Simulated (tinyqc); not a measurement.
Space-charge-limited current with shallow traps: one step of the calculation.

One carrier type, drift only, an injecting contact at x = 0 (zero field) and thickness L. The share th = y/(1 + y), y = (Nc/Nt) exp(-Et/kB T), of the injected charge is free: J = q mu n F, eps0 eps_r dF/dx = q (n - n0)/th.

Question. The exact current. Exact: with u = n0/n(L), w = -u - ln(1 - u) and v = -u - u^2/2 - ln(1 - u), V = (q n0 L^2/(th eps0 eps_r)) v/w^2 and J = q^2 n0^2 mu L/(th eps0 eps_r w). v/w^2 falls steadily with u, so u follows by bisection.

Parameters, values chosen for the exercise:
```
symbol   value        unit                              meaning
T          300           K                          temperature
eps_r       19                            relative permittivity
mu        0.02  cm^2/(V s)                             mobility
L         1400          nm                            thickness
Nc      2.7e20       cm^-3               band density of states
Nt        1e17       cm^-3                         trap density
Et        0.51          eV                           trap depth
n0       2.1e9       cm^-3  free carrier density in equilibrium
V          3.1           V                              voltage
```

Constants: q = 1.602176634e-19 C, kB = 1.380649e-23 J/K, Vt = kB T/q, eps0 = 8.8541878128e-14 F/cm where lengths are in cm. Results are converted to the units shown.

Give: v/w^2; u; w; J; exit field over V/L.

Answer.

v/w^2 = 5.779
u = 0.2027
w = 0.02383
J = 1.082e-6 A/cm^2
exit field over V/L = 1.472

J is 3.2 % below the plain sum of the two limits; the exit field lies between the ohmic 1 and the Mott-Gurney 1.5.

Range of the model: Diffusion and a field-dependent mobility are left out. With injecting contacts the diffusion current, about 4 pi^2 Vt th eps0 eps_r mu V/L^3, equals the Mott-Gurney current at V = 35 kB T/q (0.9 V at 300 K), so the drift-only result needs V well above that.

Computed by the program tinyqc: `OMP_NUM_THREADS=1 python tinyqc.py 2370127 2370128 out.jsonl`, one thread of a shared Intel Xeon 2.30GHz, about 0.01 s for the whole run.
